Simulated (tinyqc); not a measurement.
One-diode model of a solar cell: two steps of the calculation.

J is the current delivered and Vj = V + J Rs the junction voltage. J = X JL - J01 (exp(Vj/(n1 Vt)) - 1) - Vj/Rp. The photocurrent does not depend on voltage.

Values chosen for this exercise; values of the order met in cells of silicon: temperature T = 298.15 K; photocurrent at one sun JL = 41 mA/cm^2; concentration X = 50 suns; saturation current of the diode J01 = 1.2e-10 A/cm^2; ideality factor of the diode n1 = 1.21; series resistance Rs = 0.021 ohm cm^2; shunt resistance Rp = 500 ohm cm^2; incident power at one sun Pin = 100 mW/cm^2.

Constants: q = 1.602176634e-19 C, kB = 1.380649e-23 J/K, Vt = kB T/q. Results are converted to the units shown.

Problem 1. New Vj. Open circuit: J(Vj) = 0. G = -dJ/dVj = J01 exp(Vj/(n1 Vt))/(n1 Vt) + 1/Rp. Vj(new) = Vj + J/G.

Vj after iteration 1 = 0.94856095 V

Wanted: J; G; Vj after iteration 2.

Solution 1.

J = -2.138e6 mA/cm^2
G = 6.884e4 S/cm^2
Vj after iteration 2 = 0.9175 V

Problem 2. Figures of merit. Jsc at V = 0, Voc at J = 0, the maximum power point where J (1 + 2 Rs G) = G Vj with G = -dJ/dVj; FF = Vmp Jmp/(Voc Jsc); efficiency Vmp Jmp/(X Pin). Empirical fill factor without parasitics FF0 = (v - ln(v + 0.72))/(v + 1), v = Voc/(n1 Vt).

Find: Jsc; Voc; Vmp; Jmp; FF; efficiency; FF0.

Solution 2.

Jsc = 2049.9 mA/cm^2
Voc = 0.73245 V
Vmp = 0.60015 V
Jmp = 1940.9 mA/cm^2
FF = 0.77581
efficiency = 23.297 %
FF0 = 0.82941

FF is 6.5 % below FF0. Removing one loss at a time changes the efficiency by: series resistance +1.59, shunt +0.01 points.

Program tinyqc, `OMP_NUM_THREADS=1 python tinyqc.py 2280109 2280110 out.jsonl`; Intel Xeon 2.30GHz, shared host, one thread, about 0.01 s.
